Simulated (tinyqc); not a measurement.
Kronig-Penney superlattice by transfer matrices: one step. Mass along the axis. Three cases, with inputs chosen for the exercise.

Question. With f(E) = tr M/2, 1 - (q d)^2/2 = 1 + f'(E_bottom)(E - E_bottom) gives m_z = -2 c f'/d^2 (f' by a central difference of 1e-6 eV at the bottom of band 1). The cosine form gives 4 c/(W d^2), W the width of band 1 between tr M/2 = +1 and -1.

Wells (width a, potential 0, mass mw) alternate with barriers (width b, height V0, mass mb); period d = a + b; c = hbar^2/2m0. The vector (psi, psi'/m) is continuous, and a layer of thickness t carries it by M = [[cos kt, (m/k) sin kt], [-(k/m) sin kt, cos kt]] with k = sqrt(m (E - V)/c); for E < V, k = i kappa gives [[cosh, (m/kappa) sinh], [(kappa/m) sinh, cosh]] of kappa t. A Bloch state obeys cos(q d) = tr(Mb Mw)/2.

Constants: hbar^2/2m0 = 3.80998211 eV angstrom^2.

Give: f'; m_z; m_z of the cosine form; W.

Case 1.

Values chosen (near those of a GaAs superlattice with barriers of AlGaAs; not measured data): a = 100 angstrom (well width); b = 29 angstrom (barrier width); V0 = 0.138 eV (barrier height); mw = 0.0676 m0 (mass in the wells); mb = 0.0811 m0 (mass in the barriers).

Answer.

f' = -209.6 1/eV
m_z = 0.09599 m0
m_z of the cosine form = 0.06821 m0
W = 13.43 meV

The mass along the axis is 1.42 times mw.

Case 2.

Values chosen (near those of an InGaAs superlattice with barriers of InAlAs; not measured data): a = 49 angstrom (well width); b = 33 angstrom (barrier width); V0 = 0.544 eV (barrier height); mw = 0.0401 m0 (mass in the wells); mb = 0.0778 m0 (mass in the barriers).

Answer.

f' = -140.5 1/eV
m_z = 0.1592 m0
m_z of the cosine form = 0.1434 m0
W = 15.81 meV

The mass along the axis is 3.97 times mw.

Case 3.

Values chosen (near those of the light valleys of a Si film between layers of SiO2; not measured data): a = 15 angstrom (well width); b = 6 angstrom (barrier width); V0 = 3.052 eV (barrier height); mw = 0.193 m0 (mass in the wells); mb = 0.499 m0 (mass in the barriers).

Answer.

f' = -85.71 1/eV
m_z = 1.481 m0
m_z of the cosine form = 1.408 m0
W = 24.55 meV

The mass along the axis is 7.67 times mw.

Computed by tinyqc, one run a case: `OMP_NUM_THREADS=1 python tinyqc.py N N+1 out.jsonl` with N = 1281361, 1281733, 1281799; one thread of a shared Intel(R) Xeon(R) Processor @ 2.30GHz, about 0.08 s a run at most.
